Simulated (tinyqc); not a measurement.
Two-band k.p model of the Delta valleys near the X point under shear strain, step by step. Values are carried at full precision from step to step, so a last printed digit may differ when a step is redone from the rounded ones.

Constants: hbar^2/2m0 = 3.80998211 eV angstrom^2.

Inputs chosen for the exercise (near those of Si; shifted at random, so the results belong to these values and not to a real crystal): a = 5.417 angstrom (lattice constant); ml = 0.889 m0 (longitudinal mass); mt = 0.19 m0 (transverse mass); kx0 = 0.152 2 pi/a (distance of the minimum from X); D = 12.9 eV (shear deformation potential); Mp = 0.24 m0 (coupling mass); exy = 0.0028 (shear strain); k = (-0.003, 0.006, 0.036) 1/angstrom (wave vector from X).

## Scales

k0 = kx0 2 pi/a; Delta = 2 c k0^2/ml with c = hbar^2/2m0, half the splitting of the two bands at k0; eta = D exy/Delta measures the shear coupling against it.

k0 = 0.17630 1/angstrom
Delta = 0.26643 eV
eta = 0.1356
splitting of the two bands at X, 2 |D exy| = 0.0722 eV

## The Hamiltonian at one k

Valley pair on the [001] axis, kz counted from the X point, c = hbar^2/2m0, k0 = kx0 2 pi/a. H = (c kz^2/ml + c (kx^2 + ky^2)/mt + c k0^2/ml) 1 + (2 c k0 kz/ml) sigma_z + (D exy - 2 c kx ky/Mp) sigma_x, so E = c kz^2/ml + c (kx^2 + ky^2)/mt + c k0^2/ml -/+ sqrt((2 c k0 kz/ml)^2 + (D exy - 2 c kx ky/Mp)^2). Without strain the lower band has its minima, E = 0, at kz = +/- k0. Shifts from diagonal strain are left out.

Fill in the 2 x 2 matrix (sigma_z diagonal) and give its levels.

H(k) (eV):
```
,1,2
1,0.1941,0.0367
2,0.0367,0.0853
```

levels (eV): 0.0741  0.2053

## Position, depth and masses of the minimum

For |eta| < 1: k_min = k0 sqrt(1 - eta^2), E_min = -Delta eta^2/2, ml(eta) = ml/(1 - eta^2), 1/m[110] = 1/mt + eta/Mp, 1/m[1-10] = 1/mt - eta/Mp. For |eta| > 1 the minimum sits at X: E_min = -Delta (2 |eta| - 1)/2, ml(eta) = ml/(1 - 1/|eta|), and eta is replaced by its sign in the transverse masses.

k_min = 0.1747 1/angstrom
E_min = -2.45 meV
ml(eta) = 0.906 m0

masses along [110] and [1-10] (m0): 0.1716  0.2128

The minimum has moved 0.9 % of the way to X; electrons are lighter along [110] (-9.7 % against mt) and heavier across (+12.0 %).

## The two bands along kz

kx = ky = 0, kz from 0 to 1.6 k0 in steps of 0.2 k0, with and without the strain.

Levels (eV):
```
kz/k0,kz (1/angstrom),lower,upper,"lower, no strain","upper, no strain"
0.0,0.0000,0.0971,0.1693,0.1332,0.1332
0.2,0.0353,0.0742,0.2029,0.0853,0.1918
0.4,0.0705,0.0420,0.2671,0.0480,0.2611
0.6,0.1058,0.0173,0.3451,0.0213,0.3410
0.8,0.1410,0.0023,0.4347,0.0053,0.4316
1.0,0.1763,-0.0024,0.5353,0.0000,0.5329
1.2,0.2116,0.0033,0.6468,0.0053,0.6448
1.4,0.2468,0.0196,0.7691,0.0213,0.7673
1.6,0.2821,0.0464,0.9021,0.0480,0.9005
```

## Checks

- Depth of the minimum by numerical search against the closed form (eV): both -0.002448.
- Mass along [110] by finite differences against the closed form: both 0.1716.

Computed by tinyqc, a small Python program: `OMP_NUM_THREADS=1 python tinyqc.py 1050087 1050088 out.jsonl` (the numbers bound the seed that draws the inputs); one thread of a shared host (Intel(R) Xeon(R) Processor @ 2.30GHz), about 0.01 s for the whole set of steps.
